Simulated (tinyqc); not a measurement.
What each parameter does: donor level screened by free carriers (Yukawa potential).

Screening wave number: Debye ks^2 = 4 pi q n/(eps kB T); Thomas-Fermi ks^2 = 6 pi q n/(eps EF) with EF = c (3 pi^2 n/gv)^(2/3)/m, c = hbar^2/2m0; the two are joined by 1/ks^2 = sqrt(1/ks_D^4 + 1/ks_TF^4). 1e18/cm^3 = 1e-6/angstrom^3, q = e^2/(4 pi eps0).

Potential -(q/(eps r)) exp(-ks r), q = e^2/(4 pi eps0). In units Ry* = Ry m/eps^2 and a* = a0 eps/m the problem is [-Laplacian - 2 exp(-x r)/r] psi = E psi with x = ks a*.

Converged values use 18 functions exp(-z r), z = 1.55^i, i = -11 to 6: S = 2/A^3, H = z_i z_j S - 2/(A + x)^2, A = z_i + z_j.

Constants: e^2/(4 pi eps0) = 14.39964547 eV angstrom; kB = 8.617333262e-05 eV/K; hbar^2/2m0 = 3.80998211 eV angstrom^2; Ry = 13.60569312 eV; a0 (Bohr radius) = 0.5291772105 angstrom.

Inputs chosen for the exercise (near those of a donor in Si, with one mean mass; not measured data): m = 0.315 m0 (mass); eps = 11.4 (dielectric constant); gv = 6 (valleys); T = 300 K (temperature); n = 0.95 x 1e18/cm^3 (free-carrier density).

Ry* = Ry m/eps^2, a* = a0 eps/m, x = ks a* with the joined ks; converged binding.

One parameter was then changed.

Results before and after:

| case | 1/ks (angstrom) | x | binding in Ry* | binding (meV) |
|---|---|---|---|---|
| base | 41.5 | 0.462 | 0.333 | 10.97 |
| changed | 39.8 | 0.443 | 0.351 | 13.66 |

Which of these changes was made? (a) gv = 7; (b) m = 0.353 m0; (c) T = 270 K; (d) n = 1.42 x 1e18/cm^3; (e) eps = 10.5.

Answer: (e) eps = 10.5. Of the candidates, run in turn, only this one gives the changed row.

All candidates:

| case | 1/ks (angstrom) | x | binding in Ry* | binding (meV) |
|---|---|---|---|---|
| base | 41.5 | 0.462 | 0.333 | 10.97 |
| n = 1.42 x 1e18/cm^3 | 34.0 | 0.564 | 0.241 | 7.95 |
| T = 270 K | 39.4 | 0.486 | 0.309 | 10.19 |
| m = 0.353 m0 | 41.5 | 0.412 | 0.384 | 14.18 |
| eps = 10.5 | 39.8 | 0.443 | 0.351 | 13.66 |
| gv = 7 | 41.5 | 0.462 | 0.333 | 10.97 |

tinyqc: `OMP_NUM_THREADS=1 python tinyqc.py 1280282 1280283 out.jsonl`; about 0.01 s, one thread, shared Intel(R) Xeon(R) Processor @ 2.30GHz.
